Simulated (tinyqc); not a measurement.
ESD clamp with bipolar snapback, compact model and design window: one step of the calculation.

The drain junction multiplies the current that enters it: Igen = (M - 1)(Ic + I0), M = 1/(1 - (Vj/BV)^n). The generated holes leave through the substrate resistance and the base of the parasitic npn: Igen = Vb/Rb + Ic/be, Ic = Is exp(Vb/Vt). Terminal current I = Ic + I0 + Igen and voltage V = Vj + I Ro, per width. Isothermal, constant gain.

Problem. Base voltage at the failure current. I(Vb) = Ic (1 + 1/be) + I0 + Vb/Rb, I' = Ic (1 + 1/be)/Vt + 1/Rb; Newton steps on ln I: Vb(new) = Vb - ln(I/It2) I/I'. V follows from the introduction.

Inputs (values chosen for the exercise); values close to those of grounded-gate n-channel clamps: temperature T = 300 K; junction breakdown voltage BV = 8.7 V; exponent of the multiplication n = 4.1; current gain of the parasitic npn be = 11.4; saturation current Is = 3.7e-17 A/um; junction leakage I0 = 9.4e-11 A/um; substrate resistance Rb = 62000 ohm um; drain ballast and contact resistance Ro = 140 ohm um; failure current for 100 ns It2 = 5.3 mA/um.

Constants: q = 1.602176634e-19 C, kB = 1.380649e-23 J/K, Vt = kB T/q. Results are converted to the units shown.

Vb after iteration 1 = 0.84811779 V

Find: I; V; I'; Vb after iteration 2.

Solution.

I = 7.134 mA/um
V = 5.732 V
I' = 275.4 mS/um
Vb after iteration 2 = 0.8404 V

Computed by the program tinyqc: `OMP_NUM_THREADS=1 python tinyqc.py 2670040 2670041 out.jsonl`, one thread of a shared Intel Xeon 2.30GHz, about 0.01 s for the whole run.
